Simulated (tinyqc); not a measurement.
Three ways to the same curve: density of states of one tight-binding band of a chain.

E(k) = -2 t cos(2 pi k) - 2 t2 cos(4 pi k); k in fractions of the reciprocal vectors, mesh k_i = j/N with j = 0 .. N-1. Densities are per cell and per spin, so the band holds one state.

Each interval of the mesh is a segment with E linear in k: n = (E - e1)/(e2 - e1), g = 1/(e2 - e1) between its end values.

Gaussian broadening: g(E) = mean over the mesh of exp(-(E - E_k)^2/(2 sigma^2))/(sigma sqrt(2 pi)), n(E) = mean of erfc((E_k - E)/(sigma sqrt 2))/2.

Parameters, chosen for this exercise:
```
symbol  value  unit  meaning
t       2.43   eV    nearest hopping
t2      0.34   eV    second hopping
N2      40           mesh points along each axis in this comparison
sigma   0.486  eV    Gaussian width
```

N = N2 here; the reference is the linear method with N = 4000.

g(E) (1/eV):
```
E (eV),reference,linear segments,"Gaussian, sigma","Gaussian, sigma/4",reference n(E)
-4.656,0.093,0.085,0.104,0.136,0.157
-3.772,0.070,0.071,0.073,0.005,0.227
-2.888,0.062,0.063,0.063,0.023,0.285
-2.005,0.059,0.060,0.059,0.043,0.338
-1.121,0.059,0.058,0.059,0.062,0.390
-0.237,0.061,0.060,0.061,0.098,0.443
0.646,0.065,0.063,0.066,0.158,0.498
1.530,0.074,0.078,0.076,0.098,0.559
2.413,0.092,0.090,0.097,0.048,0.632
3.297,0.138,0.135,0.162,0.113,0.730
```

What can be read from this table?

Root-mean-square errors against the reference: 0.0030 for linear segments, 0.0085 for sigma and 0.0459 for sigma/4. The narrow Gaussian is worse than the wide one, because it resolves the separate mesh levels. The reference is highest at 3.297 eV of the energies listed, and half filling lies between 0.646 and 1.530 eV.

Run: tinyqc, `OMP_NUM_THREADS=1 python tinyqc.py 1681886 1681887 out.jsonl`; Intel(R) Xeon(R) Processor @ 2.30GHz, one thread, shared host; about 0.01 s of CPU time with all checks.
